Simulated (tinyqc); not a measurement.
From results back to parameters: Boltzmann transport in a parabolic band with a power-law relaxation time. Three cases, with inputs chosen for the exercise.

Problem. The Seebeck coefficient and the Hall density nH = n/rH are given; md is hidden (a Pisarenko analysis).

F_j(eta) = (1/Gamma(j + 1)) integral_0^infinity x^j dx/(1 + exp(x - eta)), which tends to exp(eta) for eta << 0.

n = N F_1/2(eta) with N = 2 (m kB T/(4 pi c))^(3/2) with c = hbar^2/2m0, in 1/angstrom^3; times 1e24 for 1/cm^3, m = md.

tau = tau0 x^r with x = E/kT. With K_j = Gamma(j + 1) F_j(eta): <tau> = tau0 (r + 3/2) K_(r+1/2)/((3/2) K_(1/2)); mu = <tau>/(mc m0/e), m0/e = 5.685630e-12 kg/C; Hall factor rH = (3/2) K_(1/2) (2r + 3/2) K_(2r+1/2)/((r + 3/2) K_(r+1/2))^2; Seebeck S = -(kB/e) [(r + 5/2) K_(r+3/2)/((r + 3/2) K_(r+1/2)) - eta]; Lorenz number L = (kB/e)^2 [(r + 7/2) K_(r+5/2)/((r + 3/2) K_(r+1/2)) - ((r + 5/2) K_(r+3/2)/((r + 3/2) K_(r+1/2)))^2]; kB/e in V/K. Valley anisotropy is left out of rH.

Constants: hbar^2/2m0 = 3.80998211 eV angstrom^2; kB = 8.617333262e-05 eV/K.

Case 1.

Values chosen (out of a larger set: masses near those of Si; tau0 is set for a mobility of the usual size at this n, kL is a free input; freeze-out and phonon drag, which matter near 77 K, are left out; not measured data): r = -0.5 (exponent of tau); T = 300 K.

S = -388.826 microvolt/K
nH = 1.8765e+18 1/cm^3

Case 2.

Values chosen (out of a larger set: masses near those of Ge; tau0 is set for a mobility of the usual size at this n, kL is a free input; freeze-out and phonon drag, which matter near 77 K, are left out; not measured data): r = 1.5 (exponent of tau); T = 300 K.

S = -189.614 microvolt/K
nH = 4.0229e+19 1/cm^3

Case 3.

Values chosen (out of a larger set: masses near those of Si; tau0 is set for a mobility of the usual size at this n, kL is a free input; freeze-out and phonon drag, which matter near 77 K, are left out; not measured data): r = -0.5 (exponent of tau); T = 400 K.

S = -306.000 microvolt/K
nH = 7.9067e+18 1/cm^3

Find: eta; rH; n; md.

Solution. S depends on eta alone and |S| falls steadily with it; eta gives rH and so n, and N = n/F_1/2(eta) gives md from N proportional to md^(3/2).

Case 1.

eta = -2.47
rH = 1.172
n = 2.2e+18 1/cm^3
md = 1.045 m0

Case 2.

eta = 3.30
rH = 1.317
n = 5.3e+19 1/cm^3
md = 0.558 m0

Case 3.

eta = -1.44
rH = 1.164
n = 9.2e+18 1/cm^3
md = 1.058 m0

Computed by tinyqc, one run a case: `OMP_NUM_THREADS=1 python tinyqc.py N N+1 out.jsonl` with N = 1650326, 1650346, 1650391; one thread of a shared Intel(R) Xeon(R) Processor @ 2.30GHz, about 0.01 s a run at most.
